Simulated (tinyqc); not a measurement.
Sneak paths and read margin.

Worst-case read of an N x N array without selectors, ideal wires, unselected lines floating and all unselected cells in the low state with resistance K Ron: the sneak path is Rsn = K Ron [2/(N - 1) + 1/(N - 1)^2], in parallel with the selected cell Rc. A sense resistor Ron to ground gives Vout = Vr Ron/(Ron + Rc Rsn/(Rc + Rsn)); margin = [Vout(Rc = Ron) - Vout(Rc = ra Ron)]/Vr.

Inputs (values chosen for the exercise): resistance of the low state Ron = 20 kohm; ratio Roff/Ron ra = 10; factor by which unselected cells are more resistive K = 20; read voltage Vr = 0.1 V.

Results:

| N | Rsn (kohm) | Vout, low state (mV) | Vout, high state (mV) | margin (%) |
|---|---|---|---|---|
| 2 | 1200 | 50.41 | 10.45 | 39.97 |
| 4 | 311.1 | 51.56 | 14.11 | 37.45 |
| 8 | 122.4 | 53.78 | 20.84 | 32.93 |
| 16 | 55.11 | 57.68 | 31.64 | 26.04 |
| 32 | 26.22 | 63.80 | 46.31 | 17.49 |
| 64 | 12.80 | 71.93 | 62.44 | 9.488 |
| 128 | 6.324 | 80.63 | 76.54 | 4.090 |
| 256 | 3.143 | 88.04 | 86.60 | 1.442 |

Estimate the missing row, N = 3.

Computed row:

| N | Rsn (kohm) | Vout, low state (mV) | Vout, high state (mV) | margin (%) |
|---|---|---|---|---|
| 3 | 500.0 | 50.98 | 12.28 | 38.70 |

With this row back in the table: The margin falls from 40.0 to 1.44 %; a lone cell has 40.9 %. It first drops below 10 % at N = 64 among the rows, where Rsn = 0.64 Ron. Between the last two rows it goes as N^(-1.50).

Program tinyqc, `OMP_NUM_THREADS=1 python tinyqc.py 2880030 2880031 out.jsonl`; Intel Xeon 2.30GHz, shared host, one thread, about 0.02 s.
